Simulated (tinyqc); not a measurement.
Silicon n-p-n transistor, Gummel numbers and transit times: effect of the temperature.

One-dimensional n-p-n transistor in the forward active mode at low injection. In the base p(x) = NB exp(-eta x/wb) and ni(x)^2 = ni^2 exp((g0 + g1 x/wb)/Vt); electrons leave the base at vsat; band spikes at the emitter junction and recombination inside the emitter are ignored.

Nc and Nv are given at 300 K and scale as (T/300 K)^1.5; all else is held fixed. f(x) = p(x) ni^2/ni(x)^2; I(x) = integral from x to wb of f/Dn, plus f(wb)/vsat; base Gummel number GB = I(0); electron density per unit flux n/(J/q) = I/f; base transit time tauB = integral of I/f over the base. ni = sqrt(Nc Nv) exp(-Eg/(2 Vt)), Eg in volts; GE = NE exp(-gE/Vt)(we/Dp + 1/Se); JC = J0 exp(VBE/Vt), J0 = q ni^2/GB; gain limited by back injection GE/GB, by base recombination tb/tauB, together 1/beta = the sum of the inverses; collector layer one-sided, Wc = sqrt(2 eps0 eps_r (Vbc + VCB)/(q NC)), Vbc = Vt ln(p(wb) NC/ni^2), Cjc = eps0 eps_r/Wc; Early voltage VA = GB q p(wb)/(f(wb) Cjc [1/Dn - (eta + g1/Vt)/(wb vsat)]), f(wb) = p(wb) exp(-(g0 + g1)/Vt), p(wb) = NB exp(-eta); tauC = Wc/(2 vsat). Peak fT here means 1/(2 pi (tauB + tauC + Rc Cjc)); base sheet resistance 1/(q mp times the integral of p).

Values chosen for this exercise; band and dielectric values close to those of silicon:

| symbol | value | unit | meaning |
|---|---|---|---|
| Eg | 1.1 | eV | band gap |
| eps_r | 11.9 |  | relative permittivity |
| Nc | 2.75e19 | cm^-3 | conduction-band density of states at the reference temperature |
| Nv | 2.68e19 | cm^-3 | valence-band density of states at the reference temperature |
| vsat | 1.01e7 | cm/s | saturation velocity |
| wb | 230 | nm | neutral base width |
| NB | 1.2e17 | cm^-3 | base doping at the emitter edge |
| eta | 0 |  | doping falls as exp(-eta x/wb) |
| g0 | 0 | eV | gap reduction at the emitter edge of the base |
| g1 | 0 | eV | further gap reduction across the base (linear) |
| Dn | 6.6 | cm^2/s | electron diffusion coefficient in the base |
| NE | 1.3e20 | cm^-3 | emitter doping |
| gE | 0.114 | eV | gap reduction in the emitter (negative: wider gap) |
| we | 220 | nm | neutral emitter width |
| Dp | 2.5 | cm^2/s | hole diffusion coefficient in the emitter |
| Se | 1e7 | cm/s | recombination velocity at the emitter contact |
| tb | 1e-6 | s | electron lifetime in the base |
| NC | 1.6e16 | cm^-3 | collector doping |
| VCB | 2 | V | collector-base reverse bias |
| Rc | 9.3 | ohm um^2 | emitter plus collector resistance |
| mp | 180 | cm^2/(V s) | hole mobility in the base |

Constants: q = 1.602176634e-19 C, kB = 1.380649e-23 J/K, Vt = kB T/q, eps0 = 8.8541878128e-14 F/cm where lengths are in cm. Results are converted to the units shown.

The same in every row: GB (s/cm^4) = 4.301e11; tb/tauB = 2.361e4; tauB (ps) = 42.35; base sheet resistance (kohm) = 12.56.

Effect of the temperature:
```
T (K)	GE/GB	beta	VA (V)	tauC (ps)	peak fT (GHz)
200	3.607	3.606	21.07	2.417	3.555
240	10.86	10.86	20.88	2.395	3.557
280	23.87	23.85	20.69	2.373	3.558
320	43.09	43.01	20.48	2.350	3.560
360	68.21	68.02	20.27	2.325	3.562
400	98.51	98.10	20.06	2.301	3.564
440	133.1	132.3	19.83	2.275	3.566
480	170.9	169.7	19.60	2.249	3.568
```

As T goes from 200 to 480, beta rises from 3.61 to 170, VA falls from 21.1 to 19.6 V, the peak fT stays near 3.56 GHz and the base sheet resistance stays at 12.6 kohm. The product beta VA changes by a factor of 43.8. Back injection limits the gain in every row. For T = 200 beta is under 5, where charge stored in the emitter, left out, would cut fT markedly. In every row the collector doping exceeds a tenth of the base doping at that edge, so the one-sided formulas are rough.

Range of the model: Heavy doping makes emitter or base degenerate; gE and g0 are to be read as apparent gap changes that include this.

Program tinyqc, `OMP_NUM_THREADS=1 python tinyqc.py 2320097 2320098 out.jsonl`; Intel Xeon 2.30GHz, shared host, one thread, about 0.01 s.
